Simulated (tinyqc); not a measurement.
X-ray reflectivity of a thin film on silicon: critical angles, Parratt recursion, fringes and roughness: one step, computed by the program tinyqc. Command: `OMP_NUM_THREADS=1 python tinyqc.py 3120178 3120179 out.jsonl xrr walk`. One thread of a shared host (Intel(R) Xeon(R) Processor @ 2.30GHz), about 0.01 s of CPU time with the checks.

n = 1 - delta + i beta; the classical electron radius is r_e = 2.8179403e-6 nm. Layer 0 is vacuum, 1 the film, 2 the substrate.

Task: Fringe period, contrast and decay. Far above the critical angle the period is d theta = lambda/(2 d), or 2 pi/d in q; the envelope runs between (|r_01| - |r_12 p|)^2 and (|r_01| + |r_12 p|)^2; contrast = 2 a b/(a^2 + b^2) with a = |r_01|, b = |r_12 p|; roughness factors on the amplitudes are about exp(-q^2 sigma^2/2).

Inputs (values chosen for the exercise, modelled on SiO2 on silicon, copper K-alpha radiation):
```
quantity                              value  unit
wavelength lambda                   0.15406    nm
film thickness d                       39.4    nm
roughness of the surface sigma_1       0.47    nm
roughness of the interface sigma_2     0.18    nm
```

1000 r_01 = 2.162492-0.026293i

1000 r_12 = 0.3635390-0.0494798i

p = 0.6990393-0.7022897i

q = 4 pi sin(theta)/lambda = 2.391357 1/nm

Give: period in theta; period in q; contrast; roughness factor, surface; roughness factor, interface.

Result:

period in theta = 0.1120 degrees

period in q = 0.1595 1/nm

contrast = 0.3270

roughness factor, surface = 0.5317

roughness factor, interface = 0.9115
